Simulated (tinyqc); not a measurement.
Plane-wave Kohn-Sham cycle with exchange-only LDA in a layered model solid, step by step. One step of it, computed by the program tinyqc.

Question. Iteration 2: levels at that k. Diagonalise the Hermitian matrix.

H (hartree), lower triangle:
```
           -2         -1         +0         +1        +2
-2   0.536100
-1  -0.255604  -0.029111
+0   0.055145  -0.255604  -0.183259
+1  -0.000031   0.055145  -0.255604   0.073655
+2   0.000138  -0.000031   0.055145  -0.255604  0.741631
```

Give: eigenvalues.

Answer.

eigenvalues (hartree): -0.4472  -0.1236  0.1960  0.6605  0.8534
